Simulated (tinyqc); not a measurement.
What moves the results: interband optics of a two-band s-p chain from momentum matrix elements. A value that a table varies takes the place of the one given here.

H(k) = [[Es - 2 ts cos ka, 2i V sin ka], [-2i V sin ka, Ep_ + 2 tp cos ka]] in the basis s, p; the lower band is full, with two electrons a cell. The velocity operator times hbar is W = dH/dk (eV angstrom); intra-atomic dipoles are left out.

With w(k) = |<c|W|v>|^2 and D(k) = Ec - Ev, on the mesh k_j = (j + 1/2)/N (2 pi/a): eps(E) = 1 + (8 pi e2/(a Ar)) mean_j (w/D^2) [1/(D - E - i eta) + 1/(D + E + i eta)], e2 = e^2/(4 pi eps0); light polarised along the chains, no local fields.

Constants: e^2/(4 pi eps0) = 14.39964547 eV angstrom; hbar^2/2m0 = 3.80998211 eV angstrom^2.

Parameters, chosen for this exercise:
```
symbol  value  unit        meaning
a       2.2    angstrom    period
Es      3.97   eV          upper orbital (s)
Ep_     -3.07  eV          lower orbital (p)
ts      0.5    eV          s-s hopping
tp      0.47   eV          p-p hopping
V       1.79   eV          s-p hopping
Ar      13.7   angstrom^2  cross-section per chain
eta     0.2    eV          Lorentzian half width
E       9.03   eV          photon energy
```

## Joint density of states against eps2

Mesh of 2000 points. J(E) = mean of (eta/pi)/((E - D)^2 + eta^2). The fourth column is J times the constant (8 pi^2 e2/(a Ar)) mean(w/D^2). R = |(sqrt(eps) - 1)/(sqrt(eps) + 1)|^2.

Spectrum:
```
E (eV),J (1/eV),eps2,eps2 with constant element,eps1,R
4.50,0.016,0.947,0.283,5.695,0.172
5.08,0.103,7.872,1.873,7.194,0.322
5.65,0.096,5.146,1.759,-0.750,0.350
6.23,0.080,2.523,1.452,-0.689,0.296
6.80,0.075,1.416,1.376,-0.121,0.200
7.38,0.077,0.864,1.411,0.529,0.068
7.96,0.087,0.656,1.580,1.334,0.023
8.53,0.120,1.078,2.182,2.750,0.079
9.11,0.326,5.659,5.957,1.186,0.290
9.68,0.331,3.055,6.047,-1.301,0.365
10.26,0.334,1.651,6.093,-2.031,0.539
10.83,0.047,0.318,0.853,-1.028,0.740
```

Transitions span 5.100 to 10.235 eV. Among the energies listed J peaks at 10.26 eV and eps2 at 5.08 eV. The ratio of eps2 to the constant-element value is 2.92 at 5.65 eV and 0.51 at 9.68 eV: w/D^2 is 2.385 angstrom^2 at the zone centre and 0.769 at the edge.

## Mesh against broadening

eps2 at E for three widths, and eps(0) at eta = 0; the last row is the mesh of 2000 points.

Convergence:
```
N,eta = 0.03 eV,eta = 0.1 eV,eta = 0.3 eV,eps(0)
4,0.107,0.353,0.952,1.6619
8,1.186,3.296,4.176,2.5349
16,24.268,10.745,4.459,2.7619
32,10.276,7.999,4.358,2.7661
64,13.549,8.284,4.354,2.7661
128,13.213,8.281,4.354,2.7661
2000,13.155,8.281,4.354,2.7661
```

The first N from which eps2 stays within 2 % of the last row is 128 for eta = 0.03, 64 for 0.1 and 32 for 0.3 eV; for eps(0) and 0.1 % it is 32. E lies inside the range of transitions, so as a rule the spacing of D between mesh points must fall below eta (less so where the weight w is small at E).

## Static constant against the gap

Es takes the values listed; mesh of 400 points; the Penn-type estimate is 1 + 8 pi c e2 n_eff/(a Ar Dm^2) with Dm the f-weighted mean of D, f = w/(c D), n_eff = 2 mean(f), c = hbar^2/2m0.

Results:
```
Es (eV),smallest D (eV),Dm (eV),n_eff,eps(0),estimate
3.67,4.800,7.281,1.840,3.003,2.588
3.97,5.100,7.572,1.792,2.766,2.430
4.47,5.600,8.056,1.716,2.450,2.210
4.97,6.100,8.541,1.645,2.208,2.032
5.97,7.100,9.510,1.517,1.866,1.767
6.97,8.100,10.481,1.404,1.644,1.585
8.97,10.100,12.430,1.217,1.385,1.360
```

eps(0) - 1 falls from 2.003 to 0.385, as Dm^-3.09; a fixed n_eff would give the power -2, and n_eff goes from 1.840 to 1.217. The single-gap estimate is low by 20.7 % of eps(0) - 1 in the first row and 6.3 % in the last, since 1/D^2 favours the smallest separations. n_eff need not equal the 2 electrons of the cell: a two-orbital basis with chosen hoppings does not obey the free-electron sum rule.

## What moves the optical response

Mesh of 400 points; n_eff = 2 mean(w/(c D)), c = hbar^2/2m0. Each row changes one parameter from the base and keeps the others.

Results:
```
case,smallest D (eV),largest D (eV),n_eff,eps(0)
base,5.100,10.235,1.792,2.766
a = 2.31 angstrom,5.100,10.235,1.976,2.854
Es = 4.27 eV,5.400,10.460,1.746,2.566
ts = 0.6 eV,4.900,10.280,1.801,2.861
V = 1.969 eV,5.100,10.714,2.077,3.014
Ar = 15.07 angstrom^2,5.100,10.235,1.792,2.606
```

The largest shifts from the base row, up to three for each result and ties (the steps differ in size, so this ranks the rows, not the parameters). smallest D (eV): Es +0.300, ts -0.200; unchanged at the printed digits by a, V and Ar. largest D (eV): V +0.479, Es +0.225, ts +0.045; unchanged at the printed digits by a and Ar. n_eff: V +0.285, a +0.184, Es -0.046; unchanged at the printed digits by Ar. eps(0): V +0.248, Es -0.200, Ar -0.161.

Program tinyqc; command `OMP_NUM_THREADS=1 python tinyqc.py 1682503 1682504 out.jsonl`; about 0.01 s on one thread of a shared Intel(R) Xeon(R) Processor @ 2.30GHz.
